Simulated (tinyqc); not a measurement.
Reflectance at normal incidence against thickness.

Normal incidence on air, film (n1) and substrate (N2 = n2 - i k2): r01 = (1 - n1)/(1 + n1), r12 = (n1 - N2)/(n1 + N2), amplitude (r01 + r12 X)/(1 + r01 r12 X), X = exp(-4 pi i n1 d/lam), R its squared modulus, phase from 0 to 360 degrees.

Parameters, values chosen for the exercise:
- lam = 632.8 nm (wavelength)
- n1 = 2.399 (index of the transparent film)
- n2 = 3.882 (index of the substrate)
- k2 = 0.019 (extinction coefficient of the substrate)

Reflectance at normal incidence against thickness:
```
d (nm)  R (%)  phase of the reflected amplitude (degrees)
0       34.85                                       179.8
16      31.73                                       167.8
32      22.85                                       156.2
49      10.23                                       149.9
65      3.792                                       177.5
81      9.250                                       209.7
98      21.80                                       204.7
114     31.13                                       193.3
130     34.82                                       181.3
```

What does the table show?

R goes from 34.9 through a minimum of 3.79 (at d = 65 nm among the rows listed) to 34.8 %. At a quarter wave, d = 65.9 nm, R = 3.78 %; for a transparent substrate it would vanish for n1 = sqrt(n2) = 1.97.

Numbers from tinyqc (`OMP_NUM_THREADS=1 python tinyqc.py 2870209 2870210 out.jsonl`; about 0.4 s on one thread of a shared Intel Xeon 2.30GHz).
